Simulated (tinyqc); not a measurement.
Inside a calculation: defect-molecule model of a vacancy with Jahn-Teller distortion. Values are carried at full precision from step to step, so a last printed digit may differ when a step is redone from the rounded ones.

Four dangling hybrids a, b, c, d point into the vacancy: H_ii = E0, and -gm between any two. A tetragonal distortion Q pairs a with b and c with d: those two couplings become -gm - I Q and the other four -gm + I Q/2, at an elastic cost k Q^2/2. The a1 level holds two electrons; charge states 2+, + and 0 put n = 0, 1, 2 more into the lowest level of t2 origin. Energy from the 2+ state at Q = 0, with the Fermi level mu counted from Ev: W_n(Q) = n (et - 2 I Q) + k Q^2/2 + Uc n (n - 1)/2 - n mu. et = E0 + gm is the undistorted t2 level.

Inputs chosen for the exercise (of the size used for the vacancy in silicon; the results hold for these values, not for the real material): E0 = -0.14 eV (level of a dangling hybrid, from Ev); gm = 0.39 eV (coupling between two dangling hybrids); I = 1.21 eV/angstrom (Jahn-Teller coupling); k = 16.1 eV/angstrom^2 (force constant of the mode); Uc = 0.41 eV (repulsion of two electrons in one orbital); Q = 0.09 angstrom (a trial distortion).

## The molecule at a trial distortion

Fill in H at Q.

H (eV), lower triangle:
```
         a        b        c        d
a  -0.1400
b  -0.4989  -0.1400
c  -0.3356  -0.3356  -0.1400
d  -0.3356  -0.3356  -0.4989  -0.1400
```

## One-electron levels

Diagonalise. By symmetry: a + b + c + d at E0 - 3 gm, a + b - c - d at E0 + gm - 2 I Q, and the pair a - b, c - d at E0 + gm + I Q.

levels (eV): -1.3100  0.0322  0.3589  0.3589

The t2 triplet has split by 3 I Q = 0.3267 eV, and its centre has stayed.

## Relaxed charge states

Minimise W_n over Q: Q_n = 2 n I/k, gain n^2 E_JT with E_JT = 2 I^2/k. W_n at mu = 0 is n et - n^2 E_JT + Uc n (n - 1)/2.

E_JT = 0.1819 eV

States:

| n | charge | Q_n (angstrom) | gain (eV) | W_n (eV) |
|---|---|---|---|---|
| 0 | 2+ | 0.0000 | 0.0000 | 0.0000 |
| 1 | + | 0.1503 | 0.1819 | 0.0681 |
| 2 | 0 | 0.3006 | 0.7275 | 0.1825 |

## Transition levels and the effective U

From the energies W_n of the relaxed states with n = 0, 1, 2 electrons: E(2+/+) = W1 - W0, E(+/0) = W2 - W1, U_eff = E(+/0) - E(2+/+), E(2+/0) = (W2 - W0)/2.

levels above Ev (eV): (2+/+) 0.0681, (+/0) 0.1144, (2+/0) 0.0912

U_eff = 0.0462 eV

U_eff > 0: the + state is the lowest for mu between 0.0681 and 0.1144 eV. The vacancy in silicon is known as a negative-U centre; these values fall on the other side of the balance.

## Vertical against thermal levels

At fixed Q the level for adding the first electron is et - 2 I Q. Capture into 2+ at Q0 = 0 costs et; removal from + at Q1 = 2 I/k takes place at et - 2 E_JT, E_JT = 2 I^2/k; the thermal level lies between, and the Franck-Condon shift is E_JT on each side. et = E0 + gm.

levels (eV): vertical at Q0 0.2500, thermal 0.0681, vertical at Q1 -0.1138

Stokes shift = 0.3638 eV

## Checks

- W2 from the formula against a numerical minimum over Q with the level from H(Q): both 0.18250.

(tinyqc, `OMP_NUM_THREADS=1 python tinyqc.py 1450703 1450704 out.jsonl`, Intel(R) Xeon(R) Processor @ 2.30GHz, 1 thread, shared host, about 0.01 s.)
